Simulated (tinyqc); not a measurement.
# Worked calculation: AlGaN/GaN HEMT with access regions, lumped model

Numbers from tinyqc (`OMP_NUM_THREADS=1 python tinyqc.py 2570018 2570019 out.jsonl`; about 0.02 s on one thread of a shared Intel Xeon 2.30GHz). Printed values are rounded.

A polarisation-induced electron sheet under a Schottky gate, in series with two ungated access regions and contacts. Drift law v = mu E/(1 + mu E/vs) under the gate. Currents in mA/mm, resistances in ohm mm. No self-heating, no channel-length modulation; fits for polarisation, barrier and offset are chosen for the exercise.

Parameters, values chosen for the exercise; values close to those of AlGaN/GaN structures:

| symbol | value | unit | meaning |
|---|---|---|---|
| x | 0.26 |  | aluminium share of the barrier |
| d | 25 | nm | barrier thickness |
| eps_r | 9.6 |  | relative permittivity of barrier and channel |
| mu | 1400 | cm^2/(V s) | channel mobility |
| vs | 1.5e7 | cm/s | saturation velocity |
| Lg | 0.25 | um | gate length |
| Ls | 2 | um | source access length |
| Ld | 8 | um | drain access length |
| Rc | 0.5 | ohm mm | resistance of each contact |
| ft | 0.19 |  | share of the drain-access electrons removed by traps |
| Vg | 1 | V | gate voltage |
| Ec | 2.6 | MV/cm | critical field |
| te | 0.48 | um | depth over which the depleted charge spreads |
| tf | 100 | nm | insulator under the field plate |
| ei | 3.9 |  | relative permittivity of that insulator |

Constants: q = 1.602176634e-19 C, eps0 = 8.8541878128e-14 F/cm where lengths are in cm. Results are converted to the units shown.

## Polarisation charge, threshold and sheet resistance

sigma = (5e13 x + 1.6e13 x^2) cm^-2, phiB = 0.84 + 1.3 x, dEc = 0.7 (1.71 x + x^2) in volts, Cb = eps0 eps_r/d, VT = phiB - dEc - q sigma/Cb, access density n0 = -Cb VT/q. Rsh = 1/(q mu n0); largest access current q n0 vs.

sigma = 1.40816e13 cm^-2
Cb = 0.340001 uF/cm^2
VT = -5.81617 V
n0 = 1.23426e13 cm^-2
Rsh = 361.206 ohm
q n0 vs = 2966.26 mA/mm

## On-resistance and breakdown

sigma = (5e13 x + 1.6e13 x^2) cm^-2, phiB = 0.84 + 1.3 x, dEc = 0.7 (1.71 x + x^2) in volts, Cb = eps0 eps_r/d, VT = phiB - dEc - q sigma/Cb, access density n0 = -Cb VT/q. Ron = 2 Rc + Ls/(q mu n0) + Ld/(q mu (1 - ft) n0) + Lg/(mu Cb (Vg - VT)). Off state: a depleted stretch that holds the voltage V has the peak field sqrt(k V), k = 2 q n0/(eps0 eps_r te), so one edge holds V1 = Ec^2/k. The sheet under the plate pinches off at Vf = q n0 (1/Cb + tf/(eps0 ei)); beyond it the gate edge is screened. BV = V1 if Vf >= V1, else Vf + V1, and at most Ec Ld. Specific resistance Ron (Ls + Lg + Ld); figure of merit BV^2 over it.

Ron = 5.36693 ohm mm
Vf = 63.0831 V
V1 = 69.7366 V
BV = 132.820 V
specific resistance = 0.550110 mohm cm^2
figure of merit = 32.0682 MW/cm^2

The plate raises BV by a factor of 1.90.
